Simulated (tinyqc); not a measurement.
Pariser-Parr-Pople SCF with singles CI, for the molecule c1cnc2[nH]nnc2n1 (SMILES; centres numbered as the heavy atoms are written), step by step. One step of it, computed by the program tinyqc.

Problem. Singles CI, triplets. Over the 6 single excitations with the smallest orbital gaps: A = (e_a - e_i) delta - (ij|ab), with (pq|rs) = sum c_mp c_mq gamma_mn c_nr c_ns.

orbital energies (eV): -15.363006  -13.543766  -12.504122  -10.489300  -9.907183  -3.118120  -0.635171  -0.429019  1.559078

coefficients:
```
         MO1        MO2        MO3        MO4        MO5        MO6        MO7        MO8
1C  0.162953  -0.331770   0.310239  -0.358510  -0.255890  -0.363088  -0.562712  -0.090751
2C  0.187190  -0.392270  -0.098727  -0.473632   0.079999  -0.374462   0.566366  -0.109761
3N  0.338094  -0.446626  -0.458730  -0.120324   0.308757   0.483885  -0.138847   0.203655
4C  0.438467  -0.131043  -0.288901   0.497526  -0.105797  -0.214585  -0.308597  -0.319273
5N  0.380860   0.247530  -0.253368   0.053074  -0.543468  -0.204853   0.209980   0.548202
6N  0.431479   0.534315  -0.015601  -0.440790  -0.091649   0.322665  -0.010794  -0.470268
7N  0.340463   0.298726   0.271121  -0.079911   0.611291  -0.238954  -0.204614   0.441049
8C  0.346865  -0.053510   0.307995   0.417206   0.237351  -0.120514   0.387036  -0.286040
9N  0.253745  -0.283798   0.606054   0.087025  -0.296356   0.479639   0.110463   0.195666

          MO9
1C   0.341181
2C  -0.312361
3N   0.266602
4C  -0.452958
5N   0.211480
6N  -0.003741
7N  -0.218604
8C   0.552652
9N  -0.334408
```

repulsion gamma_rs (eV), lower triangle:
```
           1C         2C         3N         4C         5N         6N         7N         8C
1C  10.170000
2C   5.113702  10.170000
3N   3.808370   5.224100  11.070000
4C   3.415471   3.749034   5.225742  10.170000
5N   2.786162   3.018896   4.095052   6.028537  18.980000
6N   2.404712   2.404712   2.911183   3.976939   6.106318  11.070000
7N   2.802704   2.600997   2.944249   3.975873   4.465866   5.332102  11.070000
8C   3.749034   3.415471   3.808874   5.113702   4.425449   3.976939   5.223867  10.170000
9N   5.224100   3.808370   3.511440   3.808874   3.165892   2.911183   3.731683   5.225742

           9N
9N  11.070000
```

Give: triplet CI matrix; triplet excitation energies.

Solution.

triplet CI matrix (eV), lower triangle:
```
         5>6      4>6      5>7     3>6     5>8     4>7
5>6   2.3005
4>6   0.0557   2.8296
5>7  -0.0075  -0.1453   5.0425
3>6   0.4721  -0.0767   0.1058  4.3098
5>8   0.8071  -0.0240  -0.2736  0.8486  3.2395
4>7  -0.1453   0.1139  -0.1076  0.2010  0.0722  4.9724
```

triplet excitation energies (eV): 1.8179  2.8063  2.9603  4.8479  5.0177  5.2442
